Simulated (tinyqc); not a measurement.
Composition and strain of an epitaxial Si(1-x)Ge(x) layer from Raman and X-ray peaks. From Ge-Ge peak back to Ge fraction x. Computed by tinyqc, a small Python program. Command: `OMP_NUM_THREADS=1 python tinyqc.py 3030328 3030329 out.jsonl epiraman inv`. One thread of a shared host (Intel(R) Xeon(R) Processor @ 2.30GHz), about 0.02 s of CPU time with the checks.

A (001) layer, biaxially strained in the plane. The Raman peaks follow empirical lines omega = w0 + c1 x + c3 x^3 + b eps (c3 for Si-Ge alone), with eps the in-plane strain.

Inputs (values chosen for the exercise, modelled on silicon-germanium):
```
quantity                     value      unit
degree of relaxation R        0.67         -
lattice constant of Si       5.431  angstrom
lattice constant of Ge       5.658  angstrom
bowing B                     0.026  angstrom
2 C12/C11 of Si              0.766         -
2 C12/C11 of Ge              0.758         -
Si-Si: w0                      521      1/cm
Si-Si: c1                    -69.1      1/cm
Si-Si: strain coefficient b   -768      1/cm
Si-Ge: w0                    400.5      1/cm
Si-Ge: c1                     23.6      1/cm
Si-Ge: c3                    -31.2      1/cm
Si-Ge: strain coefficient b   -533      1/cm
Ge-Ge: w0                    280.2      1/cm
Ge-Ge: c1                     18.7      1/cm
Ge-Ge: strain coefficient b   -420      1/cm
```

Substrate: silicon.

Method:
- Relaxed lattice constant a(x) = a_Si + (a_Ge - a_Si) x - B x (1 - x).
- In-plane constant a_par = a_sub + R (a(x) - a_sub); eps = a_par/a(x) - 1; eps_perp = -(2 C12/C11) eps with 2 C12/C11 linear in x; a_perp = a(x) (1 + eps_perp).
- Insert x and eps in the three lines; the strain part is b eps.

Task: A run gave the result below. Find the Ge fraction x, known to lie between 0.32 and 0.71.

Ge-Ge peak = 294.0311 1/cm

Result:

Each step takes the trial c = (a f_b - b f_a)/(f_b - f_a), f being the result less the target and a, b, c the logarithms of the listed values; c replaces end b, the old b replaces a if the sign of f changed, and otherwise f_a is halved.

Scan of the range:
```
Ge fraction x  Ge-Ge peak (1/cm)
0.320                    287.873
0.365                    288.959
0.417                    290.216
0.477                    291.670
0.544                    293.297
0.622                    295.195
0.710                    297.343
```

False position (Illinois rule, in the logarithm of the input) inside the bracket:
```
step     end a     end b     trial  Ge-Ge peak (1/cm)
1     0.544000  0.622000  0.572945            294.001
2     0.622000  0.572945  0.574151            294.030
3     0.622000  0.574151  0.574248            294.032
4     0.574151  0.574248  0.574201            294.031
```

Ge-Ge peak rises at every point of a 13-point scan of the range (every second point is shown), so one value fits; it is bracketed by 0.544 and 0.622. Answer: Ge fraction x = 0.5742.
